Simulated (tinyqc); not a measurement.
On-chip interconnect, size-dependent resistivity and RC delay: two steps of the calculation.

A rectangular line between two neighbours and two ground planes. Surface and grain-boundary scattering are added to the bulk resistivity as corrections; capacitances are parallel-plate values without fringing; inductance is ignored.

Parameters, values chosen for the exercise; metal values close to those of copper: line length Lw = 25 um; driver resistance Rd = 1800 ohm; load capacitance Cl = 0.08 fF; time step dt = 1.2 ps.

Task 1. Ladder and Elmore delays. 7 equal pi sections: series Rs = r Lw/7; node capacitances c Lw/7, halved at nodes 0 and 7, with Cl added to node 7; Rd feeds node 0. Elmore delay of node k: the sum, over the resistors on the path to k, of resistance times all capacitance downstream of it.

r = 79.777978 ohm/um
c = 0.11217014 fF/um

Find: Rs; C; Elmore delay.

Result 1.

Rs = 284.92 ohm

```
node   C (fF)  Elmore delay (ps)
0     0.20030             5.1917
1     0.40061             5.9564
2     0.40061             6.6069
3     0.40061             7.1434
4     0.40061             7.5657
5     0.40061             7.8738
6     0.40061             8.0678
7     0.28030             8.1477
```

The far-end value equals Rd (c Lw + Cl) + r Lw (c Lw/2 + Cl) for any number of pi sections; the line resistance contributes 36.3 % of it.

Task 2. Node voltages after a time step. A 1 V step is applied behind Rd at t = 0. C dv/dt = -G v + b, with G the conductance matrix of the ladder (1/Rs between neighbours, 1/Rd added at node 0) and b = (1 V/Rd, 0, ...). Backward Euler step: (C/dt + G) v(new) = (C/dt) v + b.

Rs = 284.92135 ohm

```
node      C (fF)  v at t = 1 dt (V)
0     0.20030383         0.34191834
1     0.40060765         0.25401213
2     0.40060765         0.19026707
3     0.40060765         0.14461984
4     0.40060765         0.11272857
5     0.40060765         0.09155983
6     0.40060765         0.07910008
7     0.28030383         0.07416417
```

Wanted: v at t = 2 dt.

Result 2.

v at t = 2 dt, node 0 to 7 (V): 0.46888  0.39085  0.32584  0.27372  0.23388  0.20556  0.18808  0.18097

Range of the model: The metal width is under the mean free path, where the thick-limit surface term and the simple sum of corrections lose accuracy.

tinyqc, about 0.01 s, one thread, Intel Xeon 2.30GHz (shared host): `OMP_NUM_THREADS=1 python tinyqc.py 2100139 2100140 out.jsonl`
